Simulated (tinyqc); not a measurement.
Film and buried-oxide thickness from two coupling ratios.

Question. In a depleted film -dVT/dVb is k1 = Cs Cbox/(Cox (Cs + Cbox)) for a front channel and k2 = Cbox (Cox + Cs)/(Cox Cs) for a back channel, with Cox = eps0 eox/tox, Cs = eps0 eps_r/ts, Cbox = 3.9 eps0/tb. Find ts and tb.

Inputs (values chosen for the exercise); band and dielectric values close to those of silicon:
- eps_r = 11.8 (relative permittivity)
- eox = 8.98 (relative permittivity of the gate insulator (close to aluminium oxide))
- tox = 5.8 nm (insulator thickness)

coupling ratios for a front and a back channel: [0.024081168, 0.10433635]

Answer. With y = Cox/Cs and z = Cox/Cbox, 1/k1 = y + z and k2 = (1 + y)/z, so y = (k2/k1 - 1)/(1 + k2); the thicknesses follow from y and z.

ts = 23.0 nm
tb = 97.0 nm

Numbers from tinyqc (`OMP_NUM_THREADS=1 python tinyqc.py 2190155 2190156 out.jsonl`; about 0.4 s on one thread of a shared Intel Xeon 2.30GHz).
